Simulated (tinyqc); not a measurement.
Two coupled magnetic layers: synthetic antiferromagnet, spin flop, exchange bias and magnetoresistance: one step, computed by the program tinyqc.

Moments lie in the plane at the angles p1, p2 from the field. Energy per area: E = J1 cos(p1 - p2) + J2 cos^2(p1 - p2) - B M_s (t1 cos p1 + t2 cos p2) + K (t1 sin^2 p1 + t2 sin^2 p2).

Question. Saturation field. The parallel state is stable while the Hessian at p1 = p2 = 0 is positive: with c = J1 + 2 J2 and u = B M_s + 2K, (u t1 - c)(u t2 - c) > c^2, so B_sat M_s = c (1/t1 + 1/t2) - 2K. B_K = 2K/M_s.

Inputs (values chosen for the exercise, for a model stack):
```
quantity                         value    unit
saturation magnetisation M_s      1070    kA/m
thickness t1                       2.7      nm
thickness t2                       2.7      nm
antiferromagnetic coupling J1      1.3  mJ/m^2
biquadratic coupling J2              0  mJ/m^2
in-plane anisotropy K              2.2  kJ/m^3
field over the saturation field   0.89       -
```

Field direction: along the easy axis.

Give: exchange field c (1/t1 + 1/t2)/M_s; B_K; saturation field B_sat; applied field B.

Answer.

exchange field c (1/t1 + 1/t2)/M_s = 900.0 mT

B_K = 4.112 mT

saturation field B_sat = 895.9 mT

applied field B = 797.3 mT
